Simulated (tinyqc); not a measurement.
# Input admittance of a MOSFET at zero drain bias: distributed channel and distributed gate: what changes with what

Source and drain grounded, strong inversion, w = 2 pi f, Cox = eps0 eox/tox. The channel is an RC line of resistance 1/(mu Cox Vo) per square fed from both ends, so one finger has the intrinsic admittance y = i w Cox L tanh(g)/g per width, g = (1/2) sqrt(i w tau), tau = L^2/(mu Vo). The vertical resistance rv/L is in series with y, the overlaps 2 i w Cov in parallel: y_t = 1/(1/y + rv/L) + 2 i w Cov. The gate strip is a line of Rsh/L per length loaded by y_t, so a finger has Y = y_t Wf tanh(k)/k, k = (Wf/sd) sqrt(y_t Rsh/L); the device has Nf Y.

Parameters, values chosen for the exercise; values of the order met in silicon radio-frequency transistors:

| symbol | value | unit | meaning |
|---|---|---|---|
| eox | 7.59 |  | relative permittivity of the gate insulator (close to silicon nitride) |
| tox | 6.2 | nm | insulator thickness |
| L | 0.59 | um | channel length |
| Wf | 0.52 | um | finger width |
| Nf | 8 |  | number of fingers |
| mu | 210 | cm^2/(V s) | channel mobility |
| Vo | 0.54 | V | gate overdrive |
| Rsh | 4.9 | ohm/square | sheet resistance of the gate |
| rv | 0 | ohm um^2 | vertical resistivity of the gate stack |
| sd | 1 |  | number of ends at which a finger is contacted |
| Cov | 0.27 | fF/um | overlap and fringe capacitance on each side |
| f | 7.5 | GHz | frequency |

Constants: eps0 = 8.8541878128e-14 F/cm where lengths are in cm. Results are converted to the units shown.

Each table varies one quantity; the others keep the values above.

## Input impedance against frequency

Low-frequency limits, with c = Cox L and ct = c + 2 Cov: R_strip = Rsh Wf/(3 sd^2 L Nf), R_ch = (c/ct)^2 L/(12 mu Cox Vo Wf Nf), R_vert = (c/ct)^2 rv/(L Wf Nf), C = ct Wf Nf. Z = 1/(Nf Y) = R + 1/(i w C), Q = |Im Z|/R, far-point signal |1/cosh k|.

The same in every row: low-frequency R (ohm) = 81.94.

Results:
```
f (GHz)    w tau       |k|  R (ohm)  C (fF)      Q  signal at the far point
0.07     0.01350  0.002617    81.94   28.85  961.8                    1.000
0.2      0.03857  0.004424    81.94   28.85  336.6                    1.000
0.6       0.1157  0.007662    81.94   28.85  112.2                    1.000
2         0.3857   0.01398    81.93   28.84  33.67                    1.000
4         0.7715   0.01976    81.91   28.82  16.86                    1.000
10         1.929   0.03101    81.74   28.66  6.793                   0.9999
80         15.43   0.06780    71.37   21.30  1.308                   0.9986
200        38.57   0.08364    46.91   12.96  1.309                   0.9979
```

Estimate the missing row, f = 30 GHz.

Computed row:
```
f (GHz)  w tau      |k|  R (ohm)  C (fF)      Q  signal at the far point
30       5.786  0.05066    80.20   27.27  2.426                   0.9995
```

With this row back in the table: R falls from 81.9 to 46.9 ohm and C falls from 28.9 to 13.0 fF. Q goes as f^(-1.00) between the first two rows and f^(0.00) between the last two, where w tau = 38.6 and |k| = 0.0836. The low-frequency limits hold both R and C within 5 % up to f = 10 GHz among the rows.

## Effect of the channel length

Same model as above.

Effect of the channel length:
```
L (um)     w tau      |k|  R (ohm)  low-frequency R (ohm)  C (fF)      Q  signal at the far point
0.03    0.003740  0.04243    4.230                  4.230   3.599   1394                    1.000
0.058    0.01398  0.03547    4.566                  4.566   4.862  956.0                    1.000
0.11     0.05028  0.03136    9.458                  9.458   7.206  311.4                    1.000
0.22      0.2011  0.02881    24.32                  24.32   12.17  71.73                    1.000
0.42      0.7330  0.02748    54.93                  54.95   21.16  18.25                    1.000
0.8        2.660  0.02638    115.2                  115.7   37.87  4.864                   0.9999
1.6        10.64  0.02216    232.8                  245.3   63.96  1.425                   0.9999
3          37.40  0.01521    320.9                  473.1   64.74  1.021                   0.9999
```

What does the table show?

As L goes from 0.03 to 3, R rises from 4.23 to 321 ohm, C rises from 3.60 to 64.7 fF and Q falls from 1390 to 1.02.

Program tinyqc, `OMP_NUM_THREADS=1 python tinyqc.py 2262025 2262026 out.jsonl`; Intel Xeon 2.30GHz, shared host, one thread, about 0.01 s.
